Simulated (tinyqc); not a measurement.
Range and order of the fit: effective mass of the light-hole band from tabulated energies.

c = hbar^2/2m0.
Constants: hbar^2/2m0 = 3.80998211 eV angstrom^2.

Energies along [110], from the band edge downward:

| k (1/angstrom) | E (meV) |
|---|---|
| 0.000000 | 0.00000 |
| 0.003300 | 1.57100 |
| 0.006600 | 6.19800 |
| 0.009900 | 13.63930 |
| 0.013200 | 23.53860 |
| 0.016500 | 35.47550 |
| 0.019800 | 49.00850 |
| 0.023100 | 63.70580 |
| 0.026400 | 79.16300 |

reference mass (curvature of the model at k = 0.0001 1/angstrom) = 0.026287 m0

Least-squares fits of E = a k^2 (+ b k^4 + d k^6) over points 1 to n, and the line y = c k^2/E against E; errors of m against the reference.

Results:

| n | E at point n (meV) | one term (%) | two terms (%) | three terms (%) | line (%) | rms residual, one term (meV) |
|---|---|---|---|---|---|---|
| 3 | 13.6 | 3.73 | 0.09 | 0.00 | -0.02 | 0.077 |
| 4 | 23.5 | 6.28 | 0.29 | 0.01 | -0.05 | 0.223 |
| 5 | 35.5 | 9.39 | 0.64 | 0.04 | -0.10 | 0.487 |
| 6 | 49.0 | 13.03 | 1.18 | 0.12 | -0.20 | 0.903 |
| 7 | 63.7 | 17.18 | 1.92 | 0.26 | -0.35 | 1.499 |
| 8 | 79.2 | 21.82 | 2.86 | 0.48 | -0.56 | 2.296 |

What can be read from this table?

The error of the parabola goes from +3.73 to +21.82 % as the range widens, and at n = 8 its residual, 2.30 meV, is only 2.9 % of the top energy: a small residual does not vouch for the mass. Over the full range (n = 8) the best form is three terms (0.48 %); the line errs by -0.02 % at n = 3 and -0.56 % at n = 8. Without scatter, a narrower range or a second term is the cure: at n = 8 the errors are +21.82, +2.86 and +0.48 % for one, two and three terms. Three terms on three points interpolate exactly.

Run: tinyqc, `OMP_NUM_THREADS=1 python tinyqc.py 1880217 1880218 out.jsonl`; Intel(R) Xeon(R) Processor @ 2.30GHz, one thread, shared host; about 0.01 s of CPU time with all checks.
